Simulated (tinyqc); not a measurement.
# Phonon and roughness prefactors from two fields

Question. At 300 K and high field 1/mu = E^(1/3)/Ap + E^gs/As, E in MV/cm. Find Ap and As.

Inputs (values chosen for the exercise):
- gs = 2 (exponent of the roughness term)

mu at E = 0.59 and 1.17 MV/cm (cm^2/(V s)): [443.05918, 239.79385]

Answer. Two linear equations in 1/Ap and 1/As.

Ap = 477.0 cm^2/(V s)
As = 698.0 cm^2/(V s)

tinyqc, about 0.01 s, one thread, Intel Xeon 2.30GHz (shared host): `OMP_NUM_THREADS=1 python tinyqc.py 2510090 2510091 out.jsonl`
